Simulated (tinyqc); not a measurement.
Thickness from two neighbouring fringes.

Question. At normal incidence a transparent film with an index between those of air and substrate, taken as constant, has reflectance minima at 2 n1 d = (m + 1/2) lam (small phase shifts at the substrate neglected). Find d and the order m of the shorter wavelength.

Inputs (values chosen for the exercise): index of the transparent film n1 = 1.463.

wavelengths of two neighbouring reflectance minima (nm): [519, 726.6]

Answer. Neighbouring orders differ by one: 2 n1 d (1/lam1 - 1/lam2) = 1.

d = 620.8 nm
m = 3

Numbers from tinyqc (`OMP_NUM_THREADS=1 python tinyqc.py 2870189 2870190 out.jsonl`; about 0.01 s on one thread of a shared Intel Xeon 2.30GHz).
